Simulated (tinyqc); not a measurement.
# Fully depleted semiconductor-on-insulator film with two gates, non-linear Poisson equation by Newton steps: charge against front-gate voltage

One dimension across the film, front interface at x = 0, back interface at x = ts. psi is counted from the intrinsic level, n = ni exp(psi/Vt) (source grounded), holes neglected, acceptors ionised. Gates act through Cox = eps0 eox/tox and Cbox = 3.9 eps0/tb with potentials G1 = Vg - (phiM - chi - Vt ln(Nc/ni)) and G2 = Vb - (phiB - chi - Vt ln(Nc/ni)). Classical Boltzmann densities, no interface charge, no depletion in the back plane.

ni = sqrt(Nc Nv) exp(-Eg/(2 Vt)), Eg in volts. The Poisson equation eps0 eps_r d2psi/dx2 = q (n + Na), with -eps0 eps_r dpsi/dx = Cox (G1 - psi) at x = 0 and eps0 eps_r dpsi/dx = Cbox (G2 - psi) at x = ts, is solved on 300 equal intervals with half boxes at both ends; N_inv is the trapezoid sum of n. Swing = ln 10/(d ln N_inv/dVg); the last column is (dN_inv/dVb)/(dN_inv/dVg).

Parameters, values chosen for the exercise; band and dielectric values close to those of germanium: temperature T = 300 K; band gap Eg = 0.651 eV; relative permittivity eps_r = 16; conduction-band density of states at T Nc = 1.05e19 cm^-3; valence-band density of states at T Nv = 6.08e18 cm^-3; electron affinity chi = 4.06 eV; relative permittivity of the gate insulator (close to silicon dioxide) eox = 3.9; insulator thickness tox = 2.4 nm; film thickness ts = 17 nm; buried-oxide thickness (eps_r 3.9) tb = 37 nm; acceptor density of the film Na = 2.4e16 cm^-3; work function of the front gate phiM = 4.33 eV; work function of the back plane phiB = 4.66 eV; back-gate voltage Vb = 0.9 V.

Constants: q = 1.602176634e-19 C, kB = 1.380649e-23 J/K, Vt = kB T/q, eps0 = 8.8541878128e-14 F/cm where lengths are in cm. Results are converted to the units shown.

Results:
```
Vg (V)	psi front (V)	psi back (V)	N_inv (cm^-2)	centroid/ts	swing (mV/decade)	q dN_inv/dVg over Cox	back/front leverage
-0.29	-0.184	-0.105	2.40e5	0.723	67.9	9.05e-7	0.141
-0.14	-0.0424	0.0221	3.90e7	0.691	67.7	1.48e-4	0.137
0.01	0.0987	0.148	6.20e9	0.652	70.3	0.0226	0.133
0.16	0.217	0.233	2.40e11	0.551	162	0.379	0.114
0.46	0.323	0.257	1.97e12	0.277	629	0.801	0.0762
0.61	0.348	0.259	3.09e12	0.214	917	0.865	0.0714
0.76	0.365	0.260	4.28e12	0.174	1.22e3	0.899	0.0690
0.91	0.379	0.260	5.51e12	0.147	1.53e3	0.920	0.0676
```

Estimate the missing row, Vg = 0.31 V.

Computed row:
```
Vg (V)	psi front (V)	psi back (V)	N_inv (cm^-2)	centroid/ts	swing (mV/decade)	q dN_inv/dVg over Cox	back/front leverage
0.31	0.285	0.252	9.66e11	0.386	372	0.666	0.0874
```

With this row back in the table: N_inv passes 1e11 cm^-2 at Vg = 0.109 V. The swing starts at 67.9 mV a decade, against (1 + k) Vt ln 10 = 63.0 for a front channel with k = Cs Cbox/(Cox (Cs + Cbox)) = 0.0583, Cs = eps0 eps_r/ts; above threshold this column is no longer a subthreshold swing. The centroid falls from 0.723 to 0.147 of ts and the leverage of the back gate falls from 0.141 to 0.0676. For Vg = 0.46, 0.61, 0.76, 0.91 the density at an interface exceeds 0.3 Nc, where Boltzmann statistics fail. For Vg = 0.76, 0.91 the classical centroid lies within 3 nm of an interface, where confinement, left out, would push it away.

Program tinyqc, `OMP_NUM_THREADS=1 python tinyqc.py 2190031 2190032 out.jsonl`; Intel Xeon 2.30GHz, shared host, one thread, about 0.3 s.
